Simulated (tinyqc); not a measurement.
What moves the results: core-shell quantum dot (spherical envelope functions). A value that a table varies takes the place of the one given here.

Parabolic bands; strain and other valleys are left out. s states, u = r psi, hard wall at R + H, c = hbar^2/2m0, energies from the band edges of the core. Core: u = sin(k1 r)/k1, k1 = sqrt(m1 E/c). At R, psi and psi'/m are continuous, so u is continuous and its slope in the shell is s = u/R + (m2/m1)(u' - u/R). Shell: u(R + x) = u(R) cos(k2 x) + s sin(k2 x)/k2, k2 = sqrt(m2 (E - V)/c); for negative arguments the functions turn into sinh and cosh. A level has u(R + H) = 0.

Overlap = (integral of u_e u_h)^2 with normalised u. Coulomb integrals J_ab = (q/eps) double integral of u_a(r)^2 u_b(s)^2/max(r, s), q = e^2/(4 pi eps0), one eps everywhere. Exciton E = Eg + E_e + E_h - J_eh; first-order biexciton shift J_ee + J_hh - 2 J_eh (positive: repulsive).

Constants: hbar^2/2m0 = 3.80998211 eV angstrom^2; e^2/(4 pi eps0) = 14.39964547 eV angstrom; hc = 1239.841984 eV nm.

Inputs chosen for the exercise (near those of a CdSe/CdS core-shell dot; shifted at random, so the results belong to these values and not to a real crystal):
```
symbol  value                       unit      meaning
R       20                          angstrom  core radius
Vc      0.302                       eV        conduction edge of the shell above that of the core
Vv      0.444                       eV        hole barrier of the shell
me1     0.128                       m0        electron, core
me2     0.202                       m0        electron, shell
mh1     0.435                       m0        hole, core
mh2     0.804                       m0        hole, shell
Eg      1.733                       eV        gap of the core
eps     6.3                                   dielectric constant
Hs      (3, 9, 14, 22, 30, 37, 53)  angstrom  shell thicknesses
H       18                          angstrom  shell thickness
```

## Growing the shell

All quantities anew for each H.

Results:
```
H (angstrom),E_e (eV),E_h (eV),electron in core,overlap,J_eh (meV),E (eV),biexciton shift (meV)
3,0.4816,0.1426,0.974,1.000,167.6,2.189,0.0
9,0.3090,0.1226,0.833,0.963,146.1,2.018,1.9
14,0.2680,0.1218,0.744,0.906,138.8,1.984,4.6
22,0.2463,0.1217,0.661,0.831,132.0,1.969,8.0
30,0.2398,0.1217,0.620,0.787,128.1,1.966,10.1
37,0.2377,0.1217,0.601,0.766,126.2,1.966,11.2
53,0.2365,0.1217,0.584,0.746,124.3,1.967,12.2
```

The line moves by -223 meV: the electron gives -245, the hole -21 and the weaker attraction +43 meV. Over the last step E_e moves by -1.3 meV and E_h by 0.0 meV; the electron level lies below the shell edge Vc, so it is bound to the core and settles. The overlap goes from 1.000 to 0.746, which scales the radiative lifetime by 1.3 if the rate is proportional to it. Up to H = 14 angstrom E_e exceeds 0.15 Eg, where a parabolic band overstates it.

## What each parameter does

All quantities anew. Each row changes one parameter from the base and keeps the others.

Results:
```
case,E (eV),overlap,electron in core,biexciton shift (meV)
base,1.974,0.865,0.695,6.5
R = 17 angstrom,2.039,0.837,0.610,9.4
H = 23 angstrom,1.968,0.824,0.654,8.4
Vc = 0.202 eV,1.945,0.815,0.639,9.4
Vv = 0.333 eV,1.966,0.903,0.695,4.6
me2 = 0.253 m0,1.950,0.865,0.696,7.0
mh1 = 0.348 m0,1.988,0.891,0.695,4.4
eps = 7.2,1.990,0.865,0.695,5.7
```

The largest shifts from the base row, up to three for each result and ties (the steps differ in size, so this ranks the rows, not the parameters). E (eV): R +0.065, Vc -0.029, me2 -0.023. overlap: Vc -0.050, H -0.040, Vv +0.039; unchanged at the printed digits by me2 and eps. electron in core: R -0.085, Vc -0.056, H -0.041; unchanged at the printed digits by Vv, mh1 and eps. biexciton shift (meV): R +2.9, Vc +2.9, mh1 -2.2.

tinyqc: `OMP_NUM_THREADS=1 python tinyqc.py 1280079 1280080 out.jsonl`; about 0.02 s, one thread, shared Intel(R) Xeon(R) Processor @ 2.30GHz.
